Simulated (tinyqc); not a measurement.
# Changing the ion energy E

Model: ion implantation: universal nuclear stopping, Lindhard-Scharff electronic stopping and a Gaussian range profile. Computed by tinyqc, a small Python program. Command: `OMP_NUM_THREADS=1 python tinyqc.py 3010020 3010021 out.jsonl implant sweep`. One thread of a shared host (Intel(R) Xeon(R) Processor @ 2.30GHz), about 0.1 s of CPU time with the checks.

An ion slows by elastic collisions with screened nuclei and by friction with electrons; channelling is ignored and the target is uniform.

Inputs (values chosen for the exercise, modelled on fluorine ions in aluminium):
```
quantity,value,unit
ion atomic number Z1,9,-
ion mass M1,19,u
target atomic number Z2,13,-
target mass M2,26.98,u
target density N,60.2,1/nm^3
scale factor of electronic stopping k,1.4,-
dose Q,1.1e+13,1/cm^2
background C_B,1.8e+15,1/cm^3
displacement energy E_d,25,eV
```

Method:
- Reduced energy eps = 32.53 M2 E/(Z1 Z2 (M1 + M2)(Z1^0.23 + Z2^0.23)), E in keV; s_n = ln(1 + 1.1383 eps)/(2 (eps + 0.01321 eps^0.21226 + 0.19593 eps^0.5)) for eps up to 30 and ln(eps)/(2 eps) above; S_n = 8.462 Z1 Z2 M1 s_n/((M1 + M2)(Z1^0.23 + Z2^0.23)) in 1e-15 eV cm^2.
- S_e = k 3.83 Z1^(7/6) Z2/(Z1^(2/3) + Z2^(2/3))^(3/2) sqrt(E/M1) in 1e-15 eV cm^2, E in keV.
- Path length R = int_0^E dE'/(N (S_n + S_e)); energy lost to nuclei nu = int_0^E S_n/(S_n + S_e) dE' (both with E' = E y^3 and 64 Gauss-Legendre points in y).
- Estimates of Lindhard type: R_p = R/(1 + M2/(3 M1)), straggle dR_p = (2/3) R_p sqrt(M1 M2)/(M1 + M2).
- C(x) = C_p exp(-(x - R_p)^2/(2 dR_p^2)) with C_p = Q/(sqrt(2 pi) dR_p), 1 nm = 1e-7 cm; the profile falls to the background at x_j = R_p + dR_p sqrt(2 ln(C_p/C_B)); the peak atomic fraction is C_p/N.
- Kinchin-Pease count with efficiency 0.8: N_d = 0.8 nu/(2 E_d), taking all of nu as damage energy (an upper estimate, as recoils also lose energy to electrons). Spread over a depth R_p + dR_p, displacements per atom = Q N_d/(N (R_p + dR_p)).

One run for each value:
```
ion energy E (keV),projected range R_p (nm),peak concentration C_p (1/cm^3),energy lost to nuclei nu (keV),depth x_j where C falls to C_B (nm),displacements per atom
2,7.60,1.7581e+19,1.659,18.3,0.0048016
4,12.05,1.1093e+19,3.204,28.6,0.0058527
16,34.06,3.9247e+18,11.169,77.9,0.0072176
32,60.25,2.2186e+18,19.587,134.9,0.0071549
63,106.55,1.2547e+18,31.743,233.1,0.0065576
130,193.19,6.9196e+17,48.621,412.0,0.0055395
250,319.89,4.1789e+17,65.751,666.5,0.0045241
500,523.71,2.5526e+17,83.883,1064.9,0.0035255
```

Give the missing row, ion energy E (keV) = 8.

Computed row; columns: (1) ion energy E (keV); (2) projected range R_p (nm); (3) peak concentration C_p (1/cm^3); (4) energy lost to nuclei nu (keV); (5) depth x_j where C falls to C_B (nm); (6) displacements per atom:
```
(1)    (2)         (3)    (4)   (5)        (6)
8    19.87  6.7279e+18  6.074  46.3  0.0067281
```

Interpolating between the two neighbouring rows (the first column on a logarithmic scale, the others too where they are positive) misses most in displacements per atom, by 3.4 %. Over the rows, projected range R_p (nm) rises from 7.60 to 524 (exponent d ln y / d ln x 0.66 between the first rows and 0.71 between the last); peak concentration C_p (1/cm^3) falls from 1.76e19 to 2.55e17 (exponent d ln y / d ln x -0.66 between the first rows and -0.71 between the last); energy lost to nuclei nu (keV) rises from 1.66 to 83.9 (exponent d ln y / d ln x 0.95 between the first rows and 0.35 between the last). The share of energy given to nuclei falls from 0.83 to 0.17 as electronic stopping grows. C_p is inverse to the straggle, which these estimates tie to R_p.

Caution (rows 63.0, 130, 250, 500): the estimates of R_p and dR_p assume mainly nuclear stopping and an ion not much lighter than the target; here they are rough, and for light ions in heavy targets the straggle can be low by a factor of two or more.

Extremes, crossings and ranges named in words are read from the listed rows.
